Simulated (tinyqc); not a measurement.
Changing the step factor eta: nudged elastic band on a two-dimensional model surface. Computed by tinyqc, a small Python program. Command: `OMP_NUM_THREADS=1 python tinyqc.py 3018958 3018959 out.jsonl neb sweep`. One thread of a shared host (Intel(R) Xeon(R) Processor @ 2.30GHz), about 0.05 s of CPU time with the checks.

V(x, y) = -A (cos kx + cos ky) - B cos kx cos ky + (C sin ky + S sin kx)(1 - cos kx), k = 2 pi/a; the atom hops from the minimum at (0, 0) to that at (a, 0).

Inputs (values chosen for the exercise, for a model surface): amplitude A = 0.28 eV; amplitude B = 0.0064 eV; skew C = 0.12 eV; asymmetry S = -0.052 eV; period a = 3.4 angstrom; movable images n = 3; spring constant k_s = 0.42 eV/angstrom^2; iteration cap = 600.

Surface: adatom on a square lattice. Climbing image: on.

Method:
- Newton steps x(new) = x - H^-1 grad V (moves limited to 0.3 angstrom) from (0, 0), (a, 0) and (a/2, 0) give the two minima and the saddle.
- Tangent at image i: towards the higher neighbour if the energies rise or fall through i; at a maximum or minimum, tau = t+ dmax + t- dmin if V(i+1) > V(i-1), else t+ dmin + t- dmax, with t+ = R(i+1) - R(i), t- = R(i) - R(i-1) and dmax, dmin the larger and smaller of |V(i+1) - V(i)| and |V(i-1) - V(i)|; then normalise. Force F = -grad V + (grad V.tau) tau + k_s (|t+| - |t-|) tau.
- With a climbing image, the highest image feels instead F = -grad V + 2 (grad V.tau) tau and no spring.
- Update R(new) = R + eta F; the end points stay fixed.
- Start on the straight line; stop when the largest force is below 1e-4 or above 1e6 eV/angstrom.

One run for each value:
```
step factor eta (angstrom^2/eV)  iterations  energy of the highest image (eV)
0.077                                   131                           0.50506
0.110                                    91                           0.50506
0.140                                    71                           0.50506
0.200                                    49                           0.50506
0.270                                    35                           0.50506
0.370                                    25                           0.50506
0.500                                    18                           0.50506
0.680                                    12                           0.50506
0.930                                    20                           0.50506
```

What does the table show, and why?

Over the rows, iterations goes from 131 through a minimum among these rows, 12.0 at 0.680, to 20.0. While the steps are short the count falls about as 1/eta; the converged energy does not depend on eta.

Extremes, crossings and ranges named in words are read from the listed rows.
